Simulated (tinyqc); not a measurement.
Trap density from one capacitance.

Question. Traps spread evenly through the insulator exchange electrons with the semiconductor by tunnelling, with tau(x) = t0 exp(2 ka x) at depth x from the interface. The admittance per area Y seen at depth x obeys dY/dx = -Y^2/(i w eps0 eox) + q Nb ln(1 + i w tau)/tau, with Y(0) = i w Cs and w = 2 pi f; the gate sees Y(tox) = G + i w C. Working variable y = Y/(i w), in uF/cm^2. Cox = eps0 eox/tox. Find Nb and G/w.

Values chosen for this exercise: relative permittivity of the insulator eox = 18.3; insulator thickness tox = 12 nm; semiconductor capacitance in accumulation Cs = 6.6 uF/cm^2; decay constant of the wave function in the insulator ka = 5.1 1/nm; time constant of a trap at the interface t0 = 3e-9 s; frequency f = 1000 Hz.

Constants: q = 1.602176634e-19 C, eps0 = 8.8541878128e-14 F/cm where lengths are in cm. Results are converted to the units shown.

C = 1.1315037 uF/cm^2

Solution. C rises steadily with Nb, so one density matches; in practice ka and t0 must come from the frequency dependence.

Nb = 1.30e19 cm^-3 eV^-1
G/w = 0.00191 uF/cm^2

Program tinyqc, `OMP_NUM_THREADS=1 python tinyqc.py 2202163 2202164 out.jsonl`; Intel Xeon 2.30GHz, shared host, one thread, about 0.6 s.
